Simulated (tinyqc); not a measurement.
Lossy package transmission line with skin effect: one step of the calculation.

A uniform line in a homogeneous dielectric: c = sqrt(er)/(c0 Z0), l = Z0 sqrt(er)/c0 (c0 = 299792458 m/s), g = w c td, w = 2 pi f. The resistance joins its limits as r = sqrt(r_dc^2 + r_hf^2), with r_dc = rho/(wd th), r_hf = kr rho/(2 delta (wd + th)), delta = sqrt(rho/(pi f mu0)), mu0 = 4 pi 1e-7 H/m; this is an interpolation, and internal inductance, up to 0.05 nH/mm at low frequency, is neglected.

Task. Line constants. delta, r_dc, r_hf, r, l, c and g as defined.

Values chosen for this exercise:
- wd = 69 um (width of the strip)
- th = 12 um (thickness of the strip)
- rho = 1.8 uohm cm (resistivity)
- er = 3.5 (relative permittivity)
- td = 0.02 (loss tangent)
- Z0 = 60 ohm (lossless impedance sqrt(l/c))
- kr = 2 (factor for crowding and the return path)
- f = 1.1 GHz (frequency)

Find: delta; r_dc; r_hf; r; l; c; g.

Result.

delta = 2.036 um
r_dc = 0.02174 ohm/mm
r_hf = 0.1092 ohm/mm
r = 0.1113 ohm/mm
l = 0.3744 nH/mm
c = 104.0 pF/m
g = 0.01438 S/m

r is 5.12 times r_dc; the skin depth is 0.170 of the thickness.

tinyqc, about 0.01 s, one thread, Intel Xeon 2.30GHz (shared host): `OMP_NUM_THREADS=1 python tinyqc.py 2810133 2810134 out.jsonl`
